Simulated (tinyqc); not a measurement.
# Stress and current directions compared

A cubic crystal with three pairs of conduction valleys along x, y and z; non-degenerate electrons, one relaxation time, masses unchanged. Stress s_ij = X a_i a_j with a the unit vector along the stress; strain e_ii = s11 s_ii + s12 (s_jj + s_kk), e_ij = s44 s_ij/2. Valley shift dE = Xu (n.e.n - trace(e)/3) with n the valley axis; share f proportional to exp(-dE/Vt). Inverse mass along the current d: (n.d)^2/ml + (1 - (n.d)^2)/mt; mu/mu0 = sum f (1/m) over the plain mean of 1/m. Rows: direction of the stress, of size |X|; columns: direction of the current and sign.

Parameters, values chosen for the exercise; values close to those of silicon: temperature T = 273 K; compliance s11 = 7.53 1/TPa; compliance s12 = -2.12 1/TPa; compliance s44 = 12.6 1/TPa; shear deformation potential Xu = 8.7 eV; longitudinal mass ml = 0.938 m0; transverse mass mt = 0.192 m0; uniaxial stress (tension positive) X = -1000 MPa.

Constants: q = 1.602176634e-19 C, kB = 1.380649e-23 J/K, Vt = kB T/q. Results are converted to the units shown.

mu/mu0:

|  | I [100], tension | I [100], compression | I [110], tension | I [110], compression |
|---|---|---|---|---|
| [100] | 1.346 | 0.3363 | 1.086 | 0.8341 |
| [110] | 1.225 | 0.8615 | 1.225 | 0.8615 |
| [001] | 0.8272 | 1.332 | 0.8272 | 1.332 |
| [111] | 1.000 | 1.000 | 1.000 | 1.000 |

What does the comparison show?

The largest gain, 1.35, is for stress along [100], tension, current along [100]; the largest loss, 0.336, for [100], compression, current along [100]. Entries equal to one are cases in which the valleys are not split or have equal mass along the current.

Computed by the program tinyqc: `OMP_NUM_THREADS=1 python tinyqc.py 2530142 2530143 out.jsonl`, one thread of a shared Intel Xeon 2.30GHz, about 0.01 s for the whole run.
